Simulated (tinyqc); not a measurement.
Atomic layer deposition: Langmuir saturation, growth per cycle and coating of deep features: one step, computed by the program tinyqc.

Precursor A sticks only on free sites, so a long enough pulse saturates; co-reactant B then frees the sites again.

Problem. Steady growth per cycle. One cycle from coverage th0: pulse A gives th1 = th_s + (th0 - th_s) exp(-(k_a + k_d) t), th_s = k_a/(k_a + k_d); the purge leaves th2 = th1 exp(-k_d t_p); pulse B converts c_B th2 into film and leaves th3 = (1 - c_B) th2. Growth = G c_B th2. The periodic state has th0 = th3: th0 = (1 - c_B) e_p th_s (1 - e_a)/(1 - (1 - c_B) e_p e_a), with e_a = exp(-(k_a + k_d) t), e_p = exp(-k_d t_p). Share of impinging molecules used = q (th1 - th0)/(F t).

Inputs (values chosen for the exercise, modelled on zinc oxide from diethylzinc and water):

| quantity | value | unit |
|---|---|---|
| site density q | 7.1 | 1/nm^2 |
| growth per cycle at saturation G | 1.8 | angstrom |
| temperature T | 125 | C |
| pulse time t | 0.069 | s |
| co-reactant completion per pulse c_B | 0.999 | - |
| purge time t_p | 1.2 | s |

k_a = 16.70134 1/s

k_d = 0.001124435 1/s

flux F = 11857.95 1/(nm^2 s)

Give: coverage after pulse A; growth per cycle; share of impinging molecules used.

Solution.

coverage after pulse A = 0.68431

growth per cycle = 1.2289 angstrom

share of impinging molecules used = 0.0059323

The pulse is 1.15 filling times long: not fully saturated, so thickness still depends somewhat on the local dose.
